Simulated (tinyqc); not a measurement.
From one set of inputs to another, one input at a time: out-diffusion of a doped substrate or buried layer into a growing epitaxial film. Computed by tinyqc, a small Python program. Command: `OMP_NUM_THREADS=1 python tinyqc.py 3002165 3002166 out.jsonl buried ladder`. One thread of a shared host (Intel(R) Xeon(R) Processor @ 2.30GHz), about 0.01 s of CPU time with the checks.

x is counted from the original substrate surface into the film, whose surface moves as x = v t. Substrate dopant has one diffusivity; the dopant of the film is taken as uniform.

The inputs printed are set A. Set A is modelled on phosphorus in silicon; the values taken over come from a set modelled on antimony in silicon. Inputs not listed in the table keep their values of set A, so the rows need not describe a real material.

Inputs (values chosen for the exercise, modelled on phosphorus in silicon):
```
quantity                                            value    unit
prefactor D0                                         5.38  cm^2/s
activation energy E                                  3.69      eV
substrate concentration C_s                       3.8e+18  1/cm^3
film doping C_e                                   3.2e+14  1/cm^3
growth rate v                                         1.8  um/min
film thickness d                                      5.8      um
growth temperature T                                 1075       C
autodoping level at the start, as a share of C_s    0.001       -
decay length of autodoping                           0.44      um
later thermal budget (Dt)2                        2.7e-12    cm^2
```

Film doping: opposite type.

Constants: k_B = 8.617333262e-05 eV/K.

Method:
- D = D0 exp(-E/(k_B T)); growth time t = d/v; l = 2 sqrt(D t); growth number G = v t/l = d/l; 1 um = 1e-4 cm.
- Temperatures in kelvin are T(C) + 273.15.
- After growth and the later budget: l2 = 2 sqrt(D t + (Dt)2); C(x) = (C_s/2) erfc(x/l2) + share x C_s exp(-x/decay length) for x > 0 (autodoping taken as unchanged by the later budget). The transition x_t solves C(x) = C_e, the metallurgical junction.
- Usable film = d - x_t. Also give x_t for the erfc term alone, after growth and after the later budget.

Each row keeps all changes above it:
```
input moved                                          from       to  x_t with autodoping (um)  usable film (um)  growth number G
set A                                                   -        -                    1.0888            4.7112            70.96
later thermal budget (Dt)2 (cm^2)                 2.7e-12  1.2e-12                    1.0888            4.7112            70.96
growth temperature T (C)                             1075      975                    1.0888            4.7112           253.27
film thickness d (um)                                 5.8      2.5                    1.0888            1.4112           166.28
autodoping level at the start, as a share of C_s    0.001   0.0004                    0.6856            1.8144           166.28
film doping C_e (1/cm^3)                          3.2e+14  2.6e+15                    0.0639            2.4361           166.28
decay length of autodoping (um)                      0.44     0.78                    0.0642            2.4358           166.28
```

Which inputs carry the difference?

x_t with autodoping goes from 1.09 to 0.0642, a factor 0.0590 in all. The largest single move comes from film doping C_e (a factor 0.0931). Usable film goes from 4.71 to 2.44, a factor 0.517 in all. The largest single move comes from film thickness d (a factor 0.300), and film doping C_e works against it (a factor 1.34). Growth number G goes from 71.0 to 166, a factor 2.34 in all. The largest single move comes from growth temperature T (a factor 3.57), and film thickness d works against it (a factor 0.657). The single moves hold for this order of the switches; the total does not depend on the order.

Extremes, crossings and ranges named in words are read from the listed rows.
